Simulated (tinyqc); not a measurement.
Wafer bonding and layer transfer: bond energy, gap closing, particles, bonding of dissimilar wafers and hydrogen blisters: one step, computed by the program tinyqc. Command: `OMP_NUM_THREADS=1 python tinyqc.py 3027199 3027200 out.jsonl bond walk`. One thread of a shared host (Intel(R) Xeon(R) Processor @ 2.30GHz), about 0.01 s of CPU time with the checks.

gamma is the energy per area of each of the two surfaces; plates are isotropic, and both wafers have E1 and t1.

Problem. Does a shallow gap close? E' = E1/(1 - nu^2), equal wafers of thickness t1 assumed. A gap of radius R closes if h_g < h_c: h_c = R^2/sqrt((2/3) E' t1^3/gamma) for R > 2 t1 (plate bending), h_c = 3.6 sqrt(R gamma/E') for R < 2 t1 (local deformation).

Inputs (values chosen for the exercise, with wafer 1 close to silicon):
```
quantity                    value        unit
Young's modulus E1            155         GPa
Poisson ratio nu             0.21           -
thickness t1                  775  micrometre
radius of a shallow gap R     1.3          mm
half height of the gap h_g   0.92          nm
```

bond energy gamma = 0.1977715 J/m^2

Give: closable height h_c; h_g/h_c.

Solution.

closable height h_c = 143.35 nm

h_g/h_c = 0.0064179

The gap closes.
